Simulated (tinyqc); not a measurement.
Plane-wave Kohn-Sham cycle with exchange-only LDA in a layered model solid, step by step. One step of it, computed by the program tinyqc.

Task: Iteration 1: potential. V_H(G) = 4 pi rho(G)/G^2 for G != 0 (uniform background); v_x = -(3 rho/pi)^(1/3); V = V_ext + V_H + v_x; Fourier components f(G_m) = (1/N) sum_j f(x_j) exp(-i G_m x_j).

A solid whose potential varies along x alone (atomic units):
```
parameter,value
period a,9.900000
cross-section of the cell,13.000000
electrons per cell,2
grid points,16
"plane waves -n..n, n",3
k points,4
V1 in V1 cos(2 pi x/a),-0.630000
V2 in V2 cos(4 pi x/a),0.040000
```

density at the start, on the grid x_j = j a/N (e/bohr^3): 0.01554002  0.01554002  0.01554002  0.01554002  0.01554002  0.01554002  0.01554002  0.01554002  0.01554002  0.01554002  0.01554002  0.01554002  0.01554002  0.01554002  0.01554002  0.01554002

Give: Potentials on the grid; V(G_m), m = 0, 1, 2, ....

Result:

Potentials on the grid (hartree):
```
x,V_ext,V_H,v_x,V
0.0000,-0.5900,0.0000,-0.2457,-0.8357
0.6188,-0.5538,0.0000,-0.2457,-0.7995
1.2375,-0.4455,0.0000,-0.2457,-0.6912
1.8562,-0.2694,0.0000,-0.2457,-0.5151
2.4750,-0.0400,0.0000,-0.2457,-0.2857
3.0938,0.2128,0.0000,-0.2457,-0.0329
3.7125,0.4455,0.0000,-0.2457,0.1997
4.3312,0.6103,0.0000,-0.2457,0.3646
4.9500,0.6700,0.0000,-0.2457,0.4243
5.5687,0.6103,0.0000,-0.2457,0.3646
6.1875,0.4455,0.0000,-0.2457,0.1997
6.8063,0.2128,0.0000,-0.2457,-0.0329
7.4250,-0.0400,0.0000,-0.2457,-0.2857
8.0437,-0.2694,0.0000,-0.2457,-0.5151
8.6625,-0.4455,0.0000,-0.2457,-0.6912
9.2812,-0.5538,0.0000,-0.2457,-0.7995
```

V(G_m), m = 0, 1, 2, ... (hartree): -0.2457  -0.3150  0.0200  0.0000  0.0000  0.0000  0.0000
